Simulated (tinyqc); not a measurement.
# Junction parameters from two forward currents

Question. D(v) = J1 (exp(v/Vt) - 1) + J2 (exp(v/(2 Vt)) - 1). Find J1, J2 and the voltage 2 Vt ln(J2/J1) near which both parts are equal.

Parameters, values chosen for the exercise: temperature T = 300 K.

Constants: q = 1.602176634e-19 C, kB = 1.380649e-23 J/K, Vt = kB T/q. Results are converted to the units shown.

junction voltages (V): 0.3  0.7
currents (uA/um): 8.0230641e-7  1.0933983

Answer. The current is linear in J1 and J2, so two points give two equations.

J1 = 1.900e-12 uA/um
J2 = 1.800e-9 uA/um
crossover = 0.3544 V

Numbers from tinyqc (`OMP_NUM_THREADS=1 python tinyqc.py 2182041 2182042 out.jsonl`; about 0.2 s on one thread of a shared Intel Xeon 2.30GHz).
